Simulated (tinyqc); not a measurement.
Choice of the trial bonds: Wannier functions of a composite (isolated) pair of valence bands (bonds of an sp chain).

Each atom has a hybrid pointing left (<) and right (>). H(k): diagonal +V3 on A, -V3 on B; <A<|A>> = -V1a, <B<|B>> = -V1b, <A>|B<> = -V2, <B>|A<> = -V2p exp(ik); k in 1/a, Bloch sums with exp(ikR). The two lowest bands are filled. Trial functions in cell 0: g1 = cos(c) A> + sin(c) B<, and g2 = sin(c) B> + cos(c) A< of cell 1, whose Bloch vector has cos(c) exp(-ik) on A<. Projection A_mn = <psi_m|g_n>, S = A^+ A, Loewdin U = A S^(-1/2), Bloch-like states w_n = sum_m psi_m U_mn, H_W(k) = U^+ diag(E) U. P = sum_m |psi_m><psi_m| is free of phase choices, and S = g^+ P g, w = P g S^(-1/2).

Values chosen for the exercise: V2 = 4.04 eV (coupling in the bond A-B inside the cell); V2p = 4.78 eV (coupling in the bond to the next cell); V1a = 0.62 eV (coupling of the two hybrids on A); V1b = 1.74 eV (the same on B); V3 = 1.79 eV (A at +V3, B at -V3); xb = 0.55 a (position of B (A at 0)).

N = 12; centres and spreads in real space with point-like hybrids at R and R + xb; smallest eigenvalue of S over the mesh.

Trial angle:
```
c (deg),smallest S,centre 1 (a),centre 2 (a),sum of centres,total spread (a^2),"H_12(R = 0), mean over k (eV)"
15,0.464,0.3863,0.6957,1.0821,0.1130,-1.1935
30,0.718,0.3863,0.6958,1.0821,0.1129,-1.1921
45,0.914,0.3863,0.6958,1.0821,0.1129,-1.1910
55,0.985,0.3863,0.6958,1.0821,0.1128,-1.1903
65,0.924,0.3863,0.6958,1.0821,0.1128,-1.1896
75,0.807,0.3863,0.6958,1.0821,0.1128,-1.1889
85,0.654,0.3863,0.6958,1.0821,0.1129,-1.1880
```

The sum of the centres stays at 1.0821 a within 0.0000: it gives the electronic polarisation, modulo a, and is fixed by the filled space. Single centres move by less than 0.0001 a here and H_12(0), a matter of gauge, moves by 5 meV. The total spread runs only from 0.1128 to 0.1130 a^2, so the orthogonalisation repairs even poor trials; the projection is best at c = 55 degrees among these rows, and the two bonds, isolated, have c = 57 and 55.

Computed by tinyqc, a small Python program: `OMP_NUM_THREADS=1 python tinyqc.py 1482537 1482538 out.jsonl` (the numbers bound the seed that draws the inputs); one thread of a shared host (Intel(R) Xeon(R) Processor @ 2.30GHz), about 0.2 s for the whole set of steps.
